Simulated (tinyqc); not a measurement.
# Reflectance at normal incidence against thickness

Normal incidence on air, film (n1) and substrate (N2 = n2 - i k2): r01 = (1 - n1)/(1 + n1), r12 = (n1 - N2)/(n1 + N2), amplitude (r01 + r12 X)/(1 + r01 r12 X), X = exp(-4 pi i n1 d/lam), R its squared modulus, phase from 0 to 360 degrees.

Inputs (values chosen for the exercise): wavelength lam = 800 nm; index of the transparent film n1 = 1.458; index of the substrate n2 = 3.692; extinction coefficient of the substrate k2 = 0.0065.

Result of one run:

| d (nm) | R (%) | phase of the reflected amplitude (degrees) |
|---|---|---|
| 135 | 7.268 | 5.075 |

What becomes of these results when the film thickness d is changed from 135 to 34 nm, all else the same?

Result of the changed run:

| d (nm) | R (%) | phase of the reflected amplitude (degrees) |
|---|---|---|
| 34 | 30.12 | 151.4 |

The whole series:

| d (nm) | R (%) | phase of the reflected amplitude (degrees) |
|---|---|---|
| 0 | 32.92 | 179.9 |
| 34 | 30.12 | 151.4 |
| 68 | 22.29 | 118.4 |
| 101 | 12.64 | 75.00 |
| 135 | 7.268 | 5.075 |
| 169 | 11.57 | 292.0 |
| 202 | 21.07 | 246.3 |
| 236 | 29.40 | 212.3 |
| 270 | 32.87 | 183.5 |

R goes from 32.9 through a minimum of 7.27 (at d = 135 nm among the rows listed) to 32.9 %. At a quarter wave, d = 137 nm, R = 7.25 %; for a transparent substrate it would vanish for n1 = sqrt(n2) = 1.92.

Numbers from tinyqc (`OMP_NUM_THREADS=1 python tinyqc.py 2870191 2870192 out.jsonl`; about 0.01 s on one thread of a shared Intel Xeon 2.30GHz).
